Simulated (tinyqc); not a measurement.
## Slope factor and drain-induced lowering from three currents

Question. With source and body at 0 V, I = A exp((Vg + dd Vd)/(nf Vt)) (1 - exp(-Vd/Vt)). Find nf, the swing nf Vt ln 10 and dd.

Inputs (values chosen for the exercise): temperature T = 358 K.

Constants: q = 1.602176634e-19 C, kB = 1.380649e-23 J/K, Vt = kB T/q. Results are converted to the units shown.

currents at (Vg, Vd) = (0, 0.05), (0, 1.2) and (0.1, 1.2) V (nA/um): 0.38189659  27.373864  286.71572

Solution. The pair at equal Vd gives nf; the pair at equal Vg, after dividing out the factors 1 - exp(-Vd/Vt), gives dd.

nf = 1.380
swing = 98.03 mV/decade
dd = 0.1500

Computed by the program tinyqc: `OMP_NUM_THREADS=1 python tinyqc.py 2242268 2242269 out.jsonl`, one thread of a shared Intel Xeon 2.30GHz, about 0.03 s for the whole run.
